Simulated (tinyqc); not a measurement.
# Changing the wavelength

Model: surface photovoltage measurement of the minority-carrier diffusion length in a wafer. Computed by tinyqc, a small Python program. Command: `OMP_NUM_THREADS=1 python tinyqc.py 3130215 3130216 out.jsonl spv sweep`. One thread of a shared host (Intel(R) Xeon(R) Processor @ 2.30GHz), about 0.02 s of CPU time with the checks.

Low injection, steady light, a depletion layer much thinner than 1/alpha and L. The excess density dn is taken at the front edge of the neutral region; light that reaches the back is lost.

Inputs (values chosen for the exercise, modelled on p-type silicon at room temperature):
```
quantity                                             value        unit
diffusion length L                                      21  micrometre
wafer thickness W                                      625  micrometre
diffusivity D                                         24.9      cm^2/s
front recombination velocity S_f                      4300        cm/s
back recombination velocity S_b                        280        cm/s
photon flux entering                               4.3e+13  1/(cm^2 s)
minority density at the surface barrier scale n_0  3.2e+10      1/cm^3
temperature T                                          298           K
```

Constants: k_B = 8.617333262e-05 eV/K.

Method:
- alpha = (84.732/lambda - 76.417)^2 per cm with lambda in micrometre (an empirical fit for silicon between 0.7 and 1.05 micrometre).
- Thick wafer: dn = Phi L/((S_f + D/L)(L + 1/alpha)). Finite wafer, with s = S_b L/D, w = W/L, a = alpha L: dn = [Phi a/(a^2 - 1)] [a - B - exp(-alpha W)(a - s)/(cosh w + s sinh w)]/(S_f + B D/L), B = (sinh w + s cosh w)/(cosh w + s sinh w).
- Photovoltage V = (k_B T/e) ln(1 + dn/n_0). Lifetime = L^2/D.

One run for each value:
```
wavelength (nm)  dn, finite wafer (1/cm^3)  penetration depth 1/alpha (micrometre)  dn, thick wafer (1/cm^3)
780                              1.824e+09                                     9.6                 1.824e+09
811                              1.658e+09                                    12.7                 1.658e+09
842                              1.469e+09                                    17.1                 1.469e+09
874                              1.250e+09                                    23.7                 1.250e+09
905                              1.021e+09                                    33.8                 1.021e+09
936                              7.845e+08                                    50.2                 7.845e+08
968                              5.483e+08                                    80.9                 5.483e+08
999                              3.434e+08                                   141.7                 3.434e+08
1030                             1.783e+08                                   292.5                 1.783e+08
```

Over the rows, dn, finite wafer (1/cm^3) falls from 1.82e9 to 1.78e8 (exponent d ln y / d ln x -2.4 between the first rows and -21 between the last); penetration depth 1/alpha (micrometre) rises from 9.64 to 292 (exponent d ln y / d ln x 7.1 between the first rows and 24 between the last); dn, thick wafer (1/cm^3) falls from 1.82e9 to 1.78e8 (exponent d ln y / d ln x -2.4 between the first rows and -21 between the last).
